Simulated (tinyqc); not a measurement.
Self-heating of a transistor with one or more fingers, with temperature-dependent conductivity: one step, computed by the program tinyqc.

N long parallel fingers lie on the top face of a slab whose bottom is held at T_0; the top is otherwise insulated, and heat flows in two dimensions. P in W/mm is 1000 P in W/m.

Problem. Correction for the falling conductivity. Kirchhoff transformation for kappa = kappa_0 (T/T_0)^-m: T = T_0 [1 - (m - 1) theta/T_0]^(-1/(m - 1)), where theta is the linear rise. The bracket vanishes at the power P T_0/((m - 1) theta).

Inputs (values chosen for the exercise, modelled on indium phosphide): exponent m in kappa ~ T^-m = 1.44; base temperature T_0 = 300 K; power per gate width P = 0.58 W/mm.

Power: fixed power.

largest theta = 38.29543 K

Give: peak temperature; true rise; true rise / linear rise; power at which the formula diverges.

Solution.

peak temperature = 342.12 K

true rise = 42.119 K

true rise / linear rise = 1.0998

power at which the formula diverges = 10.326 W/mm

The falling conductivity adds 10.0 % to the rise.
